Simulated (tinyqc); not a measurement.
Spin coating of a resist or spin-on film: centrifugal thinning, evaporation and the final thickness (Emslie and Meyerhofer models): one step, computed by the program tinyqc.

A Newtonian film stays uniform over the wafer; solvent and solids have the same density and the concentration is uniform through the thickness.

Problem. Rates. omega = 2 pi f/60; nu(c) = nu_s + k c^gamma; evaporation rate e = e0 sqrt(f/1000 rpm). Flow constant K = 2 omega^2/(3 nu(c0)); Reynolds number of the air omega R^2/nu_air with nu_air = 15 mm^2/s.

Inputs (values chosen for the exercise, of the order of those of a polymer resist in an ester solvent): solids volume fraction c0 = 0.33; kinematic viscosity of the solvent nu_s = 1.5 mm^2/s; viscosity constant k = 710 mm^2/s; viscosity exponent gamma = 2.6; spin speed f = 2500 rpm; evaporation rate at 1000 rpm e0 = 0.081 micrometre/s; wafer radius R = 150 mm.

Give: omega; nu(c0); evaporation rate e; flow constant K; Reynolds number of the air.

Solution.

omega = 261.8 1/s

nu(c0) = 41.26 mm^2/s

evaporation rate e = 0.1281 micrometre/s

flow constant K = 0.001108 1/(micrometre^2 s)

Reynolds number of the air = 3.927e+05

Caution: above a Reynolds number of about 3e5 the air flow near the rim turns turbulent, and evaporation is no longer uniform.
